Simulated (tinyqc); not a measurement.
Longitudinal sound in a periodic multilayer: transfer matrices, stop bands and folded phonons. Which input was changed? Computed by tinyqc, a small Python program. Command: `OMP_NUM_THREADS=1 python tinyqc.py 3006795 3006796 out.jsonl multilayer which`. One thread of a shared host (Intel(R) Xeon(R) Processor @ 2.30GHz), about 0.04 s of CPU time with the checks.

Layers 1 and 2 repeat with period d = d_1 + d_2; waves travel normal to the layers, without loss. State vector (u, s): displacement u and stress divided by omega. Impedances Z = rho v are in 1e6 kg/(m^2 s).

Inputs (values chosen for the exercise, modelled on silica (layer 1), silicon nitride (layer 2) and gallium arsenide (substrate)):
```
quantity            value    unit
density rho_1        2.18  g/cm^3
velocity v_1         5910     m/s
thickness d_1         572      nm
density rho_2        3.15  g/cm^3
velocity v_2        10100     m/s
thickness d_2        2750      nm
substrate density    5.37  g/cm^3
substrate velocity   4690     m/s
periods N               4       -
```

Method:
- Z = rho v; interface reflection r = (Z_2 - Z_1)/(Z_2 + Z_1) (stress amplitude, from 1 into 2); Bragg frequency f_B = 1/[2 (d_1/v_1 + d_2/v_2)]; long-wave velocity v_eff = d/sqrt[(d_1/v_1)^2 + (d_2/v_2)^2 + (Z_1/Z_2 + Z_2/Z_1)(d_1/v_1)(d_2/v_2)].
- A layer maps (u, s) by [[cos p, sin p/Z], [-Z sin p, cos p]], p = 2 pi f d_i/v_i; one period is M = M_2 M_1, and cos(q d) = trace(M)/2.
- For N periods A = M^N. A wave comes from a thick layer of material 1 and leaves into the substrate (Z_s): transmitted power T = 4 Z_1 Z_s/|Z_1 A_22 + Z_s A_11 - i (Z_1 Z_s A_12 - A_21)|^2, reflected power R = 1 - T.
- Gap m contains m f_B; its edges, where trace(M)/2 = (-1)^m, are found by root search. Weak-contrast estimate of the width: (4 f_B/pi) |r sin(m pi a)|, a = (d_1/v_1)/(d_1/v_1 + d_2/v_2).

Question. One of these inputs alone was changed, within the range given: velocity v_1 (2955 to 1.182e+04); thickness d_1 (286 to 1144); velocity v_2 (5050 to 2.02e+04); substrate density (2.685 to 10.74). Which one, and to what value?

Results:
```
run     transmitted power at f_B  Bragg frequency f_B (GHz)  long-wave velocity v_eff (m/s)
before                0.02828033                   1.354785                        8324.587
after                 0.01762227                   1.283578                        8123.054
```

Answer.

Each candidate set to reproduce transmitted power at f_B, and what it then gives:
```
candidate                      range searched  value needed  Bragg frequency f_B (GHz)  long-wave velocity v_eff (m/s)
velocity v_1 (m/s)          2955 to 1.182e+04          5575                     1.3338                          8093.9
thickness d_1 (nm)                286 to 1144         693.0                     1.2836                          8123.1
velocity v_2 (m/s)           5050 to 2.02e+04         10660                     1.4093                          8560.6
substrate density (g/cm^3)     2.685 to 10.74         2.926                     1.3548                          8324.6
```

Only thickness d_1 fits every result: it went from 572 to 693 nm. The next best candidate, velocity v_1, misses one result by 3.9 %.
